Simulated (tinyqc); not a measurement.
Inside a calculation. Model: finite-size error of a charged defect in a periodic cell: Madelung and Makov-Payne terms. Computed by tinyqc, a small Python program that keeps every step. Command: `OMP_NUM_THREADS=1 python tinyqc.py 3002258 3002259 out.jsonl imagecharge walk`. One thread of a shared host (Intel(R) Xeon(R) Processor @ 2.30GHz), about 0.02 s of CPU time with the checks. Intermediate numbers are printed to about 5 digits and carried at full precision; extremes and crossings named in words are read from the listed rows.

L is the cube root of the cell volume. The defect charge is a Gaussian, rho(r) = q (2 pi sigma^2)^(-3/2) exp(-r^2/2 sigma^2), repeated periodically in a uniform neutralising background and screened by a continuum. The model cell energy is E(L) = E_0 + [periodic - isolated electrostatic energy].

Inputs (values chosen for the exercise, with screening close to that of GaSb):

| quantity | value | unit |
|---|---|---|
| charge q | -2 | e |
| cell length L | 17.2 | angstrom |
| dielectric constant eps | 16.3 | - |
| width sigma of the defect charge | 2.1 | angstrom |
| formation energy of the isolated defect E_0 | 2.617 | eV |

Supercell lattice: bcc. Screening: isotropic.

scatter added to the six cells, standing for numerical noise (meV): 1.1  6.8  -5.4  2.1  -6.9  12

Constants: e^2/(4 pi eps_0) = 14.39964548 eV angstrom.

## The cell

Cell vectors: (-1,1,1), (1,-1,1), (1,1,-1), scaled to volume L^3.

cell vectors (rows) (angstrom):
```
         1        2        3
1  -10.835   10.835   10.835
2   10.835  -10.835   10.835
3   10.835   10.835  -10.835
```

nearest image = 18.767 angstrom

## Madelung energy

Ewald sum for a unit point charge: scale each Cartesian component of the cell by 1/sqrt(eps_i), giving R', G' and V'; E = [ (1/2) sum erfc(eta R')/R' + (2 pi/V') sum exp(-G'^2/4 eta^2)/G'^2 - eta/sqrt(pi) - pi/(2 V' eta^2) ] e^2/(4 pi eps_0) / sqrt(eps_x eps_y eps_z), over n_i = -6..6, omitting n = (0,0,0), eta = 2/V'^(1/3). alpha = -2 E eps_g L/(e^2/(4 pi eps_0)), eps_g = (eps_x eps_y eps_z)^(1/3).

terms for a unit charge (eV): real space 0.000427, reciprocal 0.003520, self -0.057955, background -0.020170

Madelung constant alpha = 2.8885

point-charge correction -q^2 E = 0.29671 eV

## Energy of the smeared charge in the cell

Periodic energy of the Gaussian: (2 pi q^2/V) sum_(G != 0) exp(-sigma^2 G^2)/(G.eps.G) x e^2/(4 pi eps_0), n_i = -k..k with k = max(9, L/sigma rounded up). Isolated energy: q^2/(2 sqrt(pi) sigma) <1/(n.eps.n)> e^2/(4 pi eps_0), the mean over directions n, here 1/eps.

periodic energy = 0.19721 eV

isolated energy = 0.47468 eV

finite-size error = -0.27747 eV

E(L) = 2.3395 eV

## Makov-Payne correction

Second radial moment Q = q <r^2> = 3 q sigma^2; E(corrected) = E(L) + q^2 alpha e^2/(4 pi eps_0)/(2 eps L) - 2 pi q Q e^2/(4 pi eps_0)/(3 eps L^3). Errors left are the corrected energies less E_0.

Q = -26.46 e angstrom^2

third-order term = -0.019242 eV

error left after the first term = 0.019242 eV

error left after both terms = 0 eV

third-order over first-order term, in size = 0.064852

The point-charge term alone overcorrects by 0.0192 eV, 6 % of itself; both terms together are exact to 1e-7 eV, since the clouds do not overlap.

## A series of cells

Cells of the same shape with L scaled by 0.7, 0.85, 1, 1.25, 1.5 and 2; the scatter is added to E(L). The point-charge correction scales as 1/L from its value at the input L.

Scaling data:

| L (angstrom) | 1/L (1/angstrom) | E(L) (eV) | E(L) + point-charge correction (eV) |
|---|---|---|---|
| 12.04 | 0.083056 | 2.2503 | 2.6742 |
| 14.62 | 0.068399 | 2.3061 | 2.6551 |
| 17.20 | 0.058140 | 2.3341 | 2.6308 |
| 21.50 | 0.046512 | 2.3916 | 2.6290 |
| 25.80 | 0.038760 | 2.4180 | 2.6158 |
| 34.40 | 0.029070 | 2.4831 | 2.6314 |

## Ways to reach the isolated limit

Least-squares fits of E(L) to a + b/L, a + c/L^3 or a + b/L + c/L^3; the estimate is a, and errors are against E_0.

Estimates of E_0:

| way | estimate (eV) | error (meV) |
|---|---|---|
| largest cell, uncorrected | 2.4831 | -133.95 |
| largest cell, point-charge term | 2.6314 | 14.41 |
| 1/L fit, three smallest | 2.5339 | -83.05 |
| 1/L fit, all six | 2.5892 | -27.80 |
| 1/L^3 fit, all six | 2.4439 | -173.09 |
| 1/L and 1/L^3, three smallest | 2.3904 | -226.65 |
| 1/L and 1/L^3, all six | 2.6397 | 22.69 |
| corrected data, 1/L^3 fit | 2.6188 | 1.83 |

coefficient b of the full fit = -5.7123 eV angstrom

Best here: corrected data, 1/L^3 fit (+1.8 meV); worst: 1/L and 1/L^3, three smallest (-227 meV). The fitted b is 111.9 % of the Madelung value -q^2 alpha e^2/(8 pi eps_0 eps_g). The three-term fit to three small cells has no spare point and magnifies the scatter.

Checks made by the program: the same sum with another eta (relative difference below 1e-10); both terms against the exact model when the clouds do not overlap (relative difference below 1e-10).
